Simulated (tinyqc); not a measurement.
Hubbard chain of 5 sites, step by step. Computed by tinyqc, a small Python program that keeps every step. Settings: hopping = 1.98, U = 6.6, mixing = 0.5, iteration cap = 63. Command: `OMP_NUM_THREADS=1 python tinyqc.py 26571 26572 out.jsonl` (the two numbers bound the seeds that draw the settings). One thread of a shared host (Intel(R) Xeon(R) Processor @ 2.60GHz), about 0.2 s of CPU time with the checks.

one-body matrix (hopping and site energies) (eV), lower triangle:
```
          1         2         3         4        5
1   0.00000
2  -1.98000   0.00000
3   0.00000  -1.98000   0.00000
4   0.00000   0.00000  -1.98000   0.00000
5   0.00000   0.00000   0.00000  -1.98000  0.00000
```

U = 6.60000 eV

electrons, up and down: 3  3

n(up) at the start (a guess, not normalised): 1 0.90000, 2 0.30000, 3 0.90000, 4 0.30000, 5 0.90000

n(down) at the start (a guess): 1 0.30000, 2 0.90000, 3 0.30000, 4 0.90000, 5 0.30000

Each step fills the lowest levels of T + U n(other spin) and sets n(new) = n + mixing (n(out) - n); stop when output and input agree to 1e-8.

Course of the cycle:
```
iteration     E (eV)  largest |n(out) - n(in)|  mean |n_up - n_down|
1          1.3445397                  2.00e-01               0.48284
2          1.2195428                  1.25e-01               0.45495
3          1.1788469                  8.79e-02               0.43206
4          1.1529935                  6.83e-02               0.41373
5          1.1337877                  5.70e-02               0.39871
6          1.1188189                  4.98e-02               0.38627
7          1.1067664                  4.46e-02               0.37592
8          1.0968121                  4.06e-02               0.36731
9          1.0884338                  3.72e-02               0.36056
10         1.0812916                  3.44e-02               0.36602
11         1.0751594                  3.18e-02               0.37175
...              ...                       ...                   ...
53         1.0434070                  1.42e-04               0.45481
54         1.0434069                  1.23e-04               0.45488
55         1.0434067                  1.07e-04               0.45493
56         1.0434066                  9.28e-05               0.45498
57         1.0434066                  8.06e-05               0.45502
58         1.0434065                  7.00e-05               0.45505
59         1.0434065                  6.08e-05               0.45508
60         1.0434064                  5.28e-05               0.45511
61         1.0434064                  4.59e-05               0.45513
62         1.0434064                  3.99e-05               0.45515
63         1.0434064                  3.46e-05               0.45517
```

Can the last value be used, and what does the course show?

Not by the stop rule, although the second column moves by less than 1e-07 over the last three steps. Not converged within 63 iterations: the residual falls steadily but slowly, by a factor of about 0.87 a step. The lowest mean-field energy found from random starts is 0.69073 eV. Reruns (cap 100 unless said): mixing 0.2: not converged; mixing 0.9: converged in 65 to a higher stationary point (E = 1.04341); the original settings with a cap of 400: converged in 122 to a higher stationary point (E = 1.04341).
